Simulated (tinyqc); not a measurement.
What each parameter does: quantum well in an electric field by finite differences.

Finite differences on points z_i at the centres of cells of width h: H_ii = (c/h^2)(1/m_(i-1/2) + 1/m_(i+1/2)) + V_i, H_(i,i+1) = -(c/h^2)/m_(i+1/2), where m_(i+1/2) is the mean of the masses at the two points (the end values are repeated outwards), psi = 0 on the points beyond both ends, c = hbar^2/2m0. The field adds e F (z - z0) with z0 the middle of the structure; 1 kV/cm = 1e-5 eV/angstrom.

Constants: hbar^2/2m0 = 3.80998211 eV angstrom^2.

Values chosen for the exercise (near those of an InGaAs well in InAlAs; the results hold for these values, not for the real material): Lw = 72 angstrom (well width); Lb = 36 angstrom (each outer barrier); V0 = 0.497 eV (barrier height); mw = 0.0399 m0 (mass in the well); mb = 0.0768 m0 (mass in the barriers); F = 120 kV/cm (field along z); hf = 0.75 angstrom (cell width of the fine grid).

Three layers: barrier, well, barrier; fine grid. The Stark shift is E1(F) - E1(0).

Results for these values:
```
case  E1 (eV)  E2 - E1 (meV)  Stark shift (meV)  <z - z0> (angstrom)
base   0.0761          241.9              -2.27                -3.77
```

What happens to each result for mb = 0.0614 m0, all else kept?

Answer: E1 rises from 0.0761 to 0.0813; E2 - E1 rises from 241.9 to 247.6; Stark shift rises from -2.27 to -2.19; <z - z0> rises from -3.77 to -3.64.

The same for each parameter in turn:
```
case              E1 (eV)  E2 - E1 (meV)  Stark shift (meV)  <z - z0> (angstrom)
base               0.0761          241.9              -2.27                -3.77
Lw = 84 angstrom   0.0601          198.5              -3.44                -5.69
Lb = 48 angstrom   0.0759          240.1              -2.30                -3.82
V0 = 0.596 eV      0.0810          256.2              -2.03                -3.37
mw = 0.0459 m0     0.0717          223.8              -2.33                -3.87
mb = 0.0614 m0     0.0813          247.6              -2.19                -3.64
F = 180 kV/cm      0.0732          244.8              -5.09                -5.60
```

(tinyqc, `OMP_NUM_THREADS=1 python tinyqc.py 1250437 1250438 out.jsonl`, Intel(R) Xeon(R) Processor @ 2.30GHz, 1 thread, shared host, about 0.02 s.)
